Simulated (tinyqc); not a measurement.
Impurity strength from the transmission.

Question. An infinite chain has hopping -t with t = 1 eV and site energy 0; E = -2 t cos(k) with E = 1.38 eV. One site has the energy u > 0, so T(E) = 1/[1 + u^2/(4 t^2 sin^2 k)]. Find sin^2 k and u.

T(E) = 0.27678571

Solution. sin^2 k = 1 - (E/2t)^2, and u = 2 t |sin k| sqrt(1/T(E) - 1).

sin^2 k = 0.5239
u = 2.340 eV

tinyqc, about 0.02 s, one thread, Intel Xeon 2.30GHz (shared host): `OMP_NUM_THREADS=1 python tinyqc.py 2660126 2660127 out.jsonl`
